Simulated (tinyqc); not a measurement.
## Zener tunnelling in a reverse-biased junction, two-band WKB: effect of the doping Nd

Abrupt p-n junction, depletion approximation. Energies E are counted from the conduction-band edge of the neutral n side; its Fermi level lies at dn, that of the p side at dn - V, and the valence-band edge of the neutral p side at Em = dn + dp - V. Tunnelling needs 0 < E < Em. Two-band dispersion with equal masses m: inside the gap kappa = sqrt(m u (1 - u/Eg)/C), u the distance from a band edge, C = hbar^2/(2 m0).

Nd = Nc F12(dn/Vt), Na = Nv F12(dp/Vt), F12(x) = (2/sqrt(pi)) int_0^infinity sqrt(u)/(1 + exp(u - x)) du; dn = EF - Ec on the n side, dp = Ev - EF on the p side (negative outside the bands); Vbi = Eg + dn + dp. W = sqrt(2 eps0 eps_r (Vbi - V)(1/Na + 1/Nd)/q), mean field F = (Vbi - V)/W, peak field 2 F. In a uniform field F the exponent is S = pi sqrt(m/C) Eg^1.5/(4 F). Transverse energy Et = C kt^2/m raises it to S (1 + 4 Et/Eg), so T = exp(-S) exp(-Et/Eb) with Eb = Eg/(4 S). KJ = (2 q^2/h) m/(4 pi C) (times 1e14 for A/cm^2 per eV^2). J = KJ exp(-S) Eb times the integral from 0 to Em of [f(E - dn) - f(E - dn + V)] [1 - exp(-min(E, Em - E)/Eb)] dE, f(x) = 1/(1 + exp(x/Vt)), with S and Eb from the mean field; J > 0 flows from p to n.

Values chosen for this exercise; band and dielectric values close to those of indium phosphide:
```
symbol    value   unit                                    meaning
T            77      K                                temperature
Eg         1.36     eV                                   band gap
eps_r      12.6                             relative permittivity
Nc      7.54e16  cm^-3  conduction-band density of states at 77 K
Nv      1.42e18  cm^-3     valence-band density of states at 77 K
m         0.079     m0       band-edge mass of the two-band model
Na       4.7e18  cm^-3                           acceptor density
V          -2.4      V                         bias of the p side
```

Constants: q = 1.602176634e-19 C, kB = 1.380649e-23 J/K, hbar = 1.054571817e-34 J s, h = 6.62607015e-34 J s, m0 = 9.1093837015e-31 kg, Vt = kB T/q, eps0 = 8.8541878128e-14 F/cm where lengths are in cm, hbar^2/(2 m0) = 0.0380998212 eV nm^2. Results are converted to the units shown.

Results:
```
Nd (cm^-3)	Vbi (V)	mean field (MV/cm)	S	J (A/cm^2)
4.3e17	1.399	0.3278	54.71	-3.299e-17
9.7e17	1.419	0.4695	38.20	-7.001e-10
1.5e18	1.434	0.5595	32.06	-3.874e-7
2.2e18	1.451	0.6437	27.86	-2.958e-5
3.3e18	1.475	0.7344	24.42	-0.001054
4.9e18	1.505	0.8201	21.87	-0.01510
```

Estimate the missing row, Nd = 6.5e17 cm^-3.

Computed row:
```
Nd (cm^-3)	Vbi (V)	mean field (MV/cm)	S	J (A/cm^2)
6.5e17	1.408	0.3951	45.39	-4.432e-13
```

With this row back in the table: The mean field rises from 0.328 to 0.820 MV/cm, as Nd^(0.38), S falls from 54.7 to 21.9, and |J| rises from 3.30e-17 to 0.0151 A/cm^2: 14.7 decades, of which exp(-S) accounts for 14.3.

Range of the model: Parabolic densities of states, no band tails and no gap narrowing, all of which matter at such doping.

Program tinyqc, `OMP_NUM_THREADS=1 python tinyqc.py 2620060 2620061 out.jsonl`; Intel Xeon 2.30GHz, shared host, one thread, about 0.01 s.
